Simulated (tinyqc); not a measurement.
MP2 on RHF in the sto-3g basis, frozen core, for BeH2, spin multiplicity 1, step by step. One step of it, computed by the program tinyqc.

Task: Orthogonalisation. S = U s U^T; canonical form X = U s^(-1/2), so that X^T S X = 1. Each column of U has its largest component positive (the first on a tie).

overlap S, lower triangle:
```
           1Be 1s    1Be 2s   1Be 2px    1Be 2py   1Be 2pz     2H 1s     3H 1s
1Be 1s   1.000000
1Be 2s   0.259517  1.000000
1Be 2px  0.000000  0.000000  1.000000
1Be 2py  0.000000  0.000000  0.000000   1.000000
1Be 2pz  0.000000  0.000000  0.000000   0.000000  1.000000
2H 1s    0.055631  0.419746  0.000000   0.493395  0.048858  1.000000
3H 1s    0.055631  0.419746  0.000000  -0.493395  0.048858  0.024037  1.000000
```

Give: eigenvalues of S; X.

Result:

eigenvalues of S: 0.2901  0.3850  0.9351  1.0000  1.0116  1.6859  1.6923

X:
```
               1        2        3       4        5        6       7
1Be 1s    0.0000  -0.3568   0.8746  0.0000  -0.3548   0.0000  0.2531
1Be 2s    0.0000   1.1638  -0.1063  0.0000  -0.0626   0.0000  0.5237
1Be 2px   0.0000   0.0000   0.0000  1.0000   0.0000   0.0000  0.0000
1Be 2py   1.3015   0.0000   0.0000  0.0000   0.0000   0.5493  0.0000
1Be 2pz   0.0000   0.1179   0.3947  0.0000   0.9138   0.0000  0.0499
2H 1s    -0.9363  -0.7423  -0.2621  0.0000   0.1088   0.3818  0.3536
3H 1s     0.9363  -0.7423  -0.2621  0.0000   0.1088  -0.3818  0.3536
```
